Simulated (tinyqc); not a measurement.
Inside a calculation. Method: exchange-only LDA atom on a uniform radial grid, spin-unpolarised, for C(2+). Computed by tinyqc, a small Python program that keeps every step. Settings: Z = 6, points = 256, R = 5.9, functional = Slater exchange alone, mixing = 1.0, iteration cap = 85. Command: `OMP_NUM_THREADS=1 python tinyqc.py 28017 28018 out.jsonl` (the two numbers bound the seeds that draw the settings). One thread of a shared host (Intel(R) Xeon(R) Processor @ 2.60GHz), about 0.2 s of CPU time with the checks. Later iterations appear only in the table of the cycle.

## Iteration 1

Spherical atom on a uniform radial grid r_j = j h with h = R/(N + 1), h sum u^2 = 1 and integrals as h times sums, u(0) = u(R) = 0 (atomic units):
```
parameter,value
Z,6
points N,256
R,5.900000
h,0.022957
mixing,1.000000
electrons in 1s,2
electrons in 2s,2
```

Three-point differences turn -u''/2 + [l(l+1)/2r^2 - Z/r + V] u = e u into a tridiagonal matrix (diagonal 1/h^2 + potential, off-diagonal -1/2h^2). D = sum f u^2; the Hartree potential y/r solves y'' = -D/r with y(0) = 0, y(R) = N_e; v_xc comes from rho = D/(4 pi r^2); E = sum f e - int D V + int D (V_H/2 + eps_xc); V(new) = V + mixing (V_H + v_xc - V).

eigenvalues (hartree): 1s -17.915421, 2s -4.494676

Every 16th grid point:
```
r,V in,u(1s),u(2s),D,V_H,v_xc
0.367315,0.000000,1.194314,-0.126242,2.884645,7.546335,-1.175598
0.734630,0.000000,0.265468,-1.013016,2.193347,4.782576,-0.675943
1.101946,0.000000,0.044255,-0.968649,1.880478,3.500102,-0.490046
1.469261,0.000000,0.006558,-0.634894,0.806268,2.699581,-0.305034
1.836576,0.000000,0.000911,-0.349279,0.243993,2.174251,-0.176485
2.203891,0.000000,0.000122,-0.173440,0.060163,1.814403,-0.098002
2.571206,0.000000,0.000016,-0.080501,0.012961,1.555607,-0.053012
2.938521,0.000000,2.00e-06,-0.035614,0.002537,1.361217,-0.028158
3.305837,0.000000,2.50e-07,-0.015201,0.000462,1.209980,-0.014757
3.673152,0.000000,3.09e-08,-0.006310,0.000080,1.088983,-0.007655
4.040467,0.000000,3.78e-09,-0.002562,0.000013,0.989985,-0.003939
4.407782,0.000000,4.58e-10,-0.001021,2.08e-06,0.907486,-0.002013
4.775097,0.000000,5.51e-11,-0.000400,3.20e-07,0.837679,-0.001022
5.142412,0.000000,0,-0.000153,4.65e-08,0.777845,-0.000511
5.509728,0.000000,0,-0.000052,5.40e-09,0.725989,-0.000238
5.877043,0.000000,0,-2.58e-06,1.33e-11,0.680614,-0.000031
```

total energy = -34.79453908 hartree

## Iteration 2

As before.

eigenvalues (hartree): 1s -10.239675, 2s -1.220974

Every 16th grid point:
```
r,V in,u(1s),u(2s),D,V_H,v_xc
0.367315,6.370737,1.247318,0.042651,3.115242,6.790104,-1.206124
0.734630,4.106633,0.370875,-0.620893,1.046113,4.281925,-0.528122
1.101946,3.010056,0.089065,-0.858012,1.488236,3.230681,-0.453285
1.469261,2.394547,0.019735,-0.810817,1.315628,2.584766,-0.359114
1.836576,1.997766,0.004194,-0.653921,0.855260,2.131115,-0.268090
2.203891,1.716401,0.000869,-0.483778,0.468083,1.799233,-0.194194
2.571206,1.502595,0.000177,-0.339343,0.230307,1.550462,-0.138335
2.938521,1.333060,0.000036,-0.229695,0.105520,1.359513,-0.097562
3.305837,1.195222,0.000007,-0.151548,0.045934,1.209427,-0.068356
3.673152,1.081328,1.42e-06,-0.098019,0.019216,1.088809,-0.047655
4.040467,0.986046,2.82e-07,-0.062296,0.007762,0.989933,-0.033058
4.407782,0.905473,5.55e-08,-0.038830,0.003016,0.907472,-0.022763
4.775097,0.836658,1.09e-08,-0.023480,0.001103,0.837676,-0.015431
5.142412,0.777334,2.14e-09,-0.013276,0.000352,0.777845,-0.010043
5.509728,0.725751,4.06e-10,-0.006094,0.000074,0.725989,-0.005708
5.877043,0.680584,1.51e-11,-0.000343,2.36e-07,0.680614,-0.000803
```

total energy = -35.66421523 hartree

## Iteration 3

As before.

eigenvalues (hartree): 1s -11.224712, 2s -1.455049

Every 16th grid point:
```
r,V in,u(1s),u(2s),D,V_H,v_xc
0.367315,5.583980,1.238873,0.019860,3.070399,6.912331,-1.200308
0.734630,3.753803,0.348397,-0.685218,1.181809,4.364797,-0.550035
1.101946,2.777397,0.078306,-0.895078,1.614591,3.283582,-0.465766
1.469261,2.225652,0.016184,-0.805905,1.299489,2.612332,-0.357639
1.836576,1.863025,0.003203,-0.619795,0.768312,2.143699,-0.258679
2.203891,1.605040,0.000617,-0.436916,0.381791,1.804508,-0.181441
2.571206,1.412127,0.000117,-0.291501,0.169946,1.552544,-0.125007
2.938521,1.261951,0.000022,-0.187273,0.070143,1.360296,-0.085146
3.305837,1.141071,4.06e-06,-0.117053,0.027403,1.209709,-0.057544
3.673152,1.041154,7.48e-07,-0.071636,0.010263,1.088905,-0.038666
4.040467,0.956874,1.37e-07,-0.043072,0.003710,0.989963,-0.025849
4.407782,0.884709,2.50e-08,-0.025437,0.001294,0.907481,-0.017169
4.775097,0.822245,4.55e-09,-0.014631,0.000428,0.837678,-0.011258
5.142412,0.767802,8.23e-10,-0.007930,0.000126,0.777845,-0.007123
5.509728,0.720281,1.45e-10,-0.003535,0.000025,0.725989,-0.003970
5.877043,0.679811,0,-0.000197,7.75e-08,0.680614,-0.000554
```

total energy = -35.68535542 hartree

## Convergence

Stop when input and output potentials agree to 1e-7.

Course of the cycle (hartree):
```
iteration,E,e(1s),e(2s),largest |V(out) - V(in)|
1,-34.79453908,-17.915421,-4.494676,1.01e+01
2,-35.66421523,-10.239675,-1.220974,1.61e+00
3,-35.68535542,-11.224712,-1.455049,2.70e-01
4,-35.68594793,-11.060177,-1.413989,4.48e-02
5,-35.68596423,-11.087473,-1.420709,7.45e-03
6,-35.68596468,-11.082938,-1.419591,1.24e-03
7,-35.68596469,-11.083691,-1.419777,2.05e-04
8,-35.68596469,-11.083566,-1.419746,3.41e-05
9,-35.68596469,-11.083587,-1.419751,5.67e-06
10,-35.68596469,-11.083584,-1.419750,9.42e-07
11,-35.68596469,-11.083584,-1.419751,1.56e-07
12,-35.68596469,-11.083584,-1.419750,2.60e-08
```

Converged in 12 iterations. A uniform grid resolves the cusp poorly: for a bare nucleus this grid gives 1s at -17.91542 against -Z^2/2 = -18 hartree. Before convergence this energy mixes input and output and is not variational, so it may rise towards its limit.
